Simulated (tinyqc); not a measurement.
From results back to parameters: three-band tight binding of a dichalcogenide monolayer. Three cases, with inputs chosen for the exercise.

Problem. In the three-band model the dz2 level is e1 + 6 t0 at Gamma and e1 - 3 t0 at K; without spin-orbit coupling the other levels are e2 + 3 s at Gamma (twofold) and e2 - 3s/2 -/+ 3 sqrt3 t12 at K, s = t11 + t22, t12 > 0. The levels below come from hidden values.

Case 1.

dz2 levels (eV): Gamma -0.1990, K 1.4840

other levels (eV): Gamma 3.11200, K lower 0.08620, K upper 3.06880

Case 2.

dz2 levels (eV): Gamma -0.3280, K 1.5800

other levels (eV): Gamma 3.10500, K lower 0.04027, K upper 3.46973

Case 3.

dz2 levels (eV): Gamma -0.0300, K 1.5990

other levels (eV): Gamma 2.95200, K lower -0.06119, K upper 3.47219

Find: e1, t0, e2, t11 + t22, t12.

Solution. The dz2 levels differ by 9 t0. The level at Gamma lies 9s/2 above the mean of the two at K, whose splitting is 6 sqrt3 t12. t1, t2 and t11 - t22 need masses or other points.

Case 1.

e1, t0, e2, t11 + t22, t12 (eV): 0.923  -0.187  2.089  0.341  0.287

Case 2.

e1, t0, e2, t11 + t22, t12 (eV): 0.944  -0.212  2.205  0.300  0.330

Case 3.

e1, t0, e2, t11 + t22, t12 (eV): 1.056  -0.181  2.121  0.277  0.340

Computed by tinyqc, one run a case: `OMP_NUM_THREADS=1 python tinyqc.py N N+1 out.jsonl` with N = 1451934, 1451965, 1452233; one thread of a shared Intel(R) Xeon(R) Processor @ 2.30GHz, about 0.02 s a run at most.
